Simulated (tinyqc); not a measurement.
## Sharing a fixed EOT between the layers

Without charge in the stack, a voltage of 0.6 V over an EOT of 1.1 nm gives F1 = (V/EOT)(3.9/e1) and F2 = F1 e1/e2; t2 = e2 (EOT/3.9 - t1/e1).

Parameters, values chosen for the exercise:
- e1 = 7.57 (relative permittivity of layer 1)
- e2 = 21.8 (relative permittivity of layer 2)

Sharing a fixed EOT between the layers:

| t1 (nm) | t2 (nm) | physical thickness (nm) | drop over layer 1 (V) | drop over layer 2 (V) |
|---|---|---|---|---|
| 0 | 6.149 | 6.149 | 0 | 0.6000 |
| 0.26 | 5.400 | 5.660 | 0.07306 | 0.5269 |
| 0.52 | 4.651 | 5.171 | 0.1461 | 0.4539 |
| 0.78 | 3.902 | 4.682 | 0.2192 | 0.3808 |
| 1.04 | 3.154 | 4.194 | 0.2923 | 0.3077 |
| 1.3 | 2.405 | 3.705 | 0.3653 | 0.2347 |
| 1.56 | 1.656 | 3.216 | 0.4384 | 0.1616 |
| 1.81 | 0.9363 | 2.746 | 0.5086 | 0.09137 |

Each 0.1 nm of layer 1 costs 0.288 nm of layer 2, so the physical thickness falls from 6.15 to 2.75 nm. The fields do not change, 2.81 MV/cm in layer 1 and 0.976 MV/cm in layer 2, and layer 1 takes half of the voltage at t1 = 1.07 nm.

tinyqc, about 0.01 s, one thread, Intel Xeon 2.30GHz (shared host): `OMP_NUM_THREADS=1 python tinyqc.py 2010011 2010012 out.jsonl`
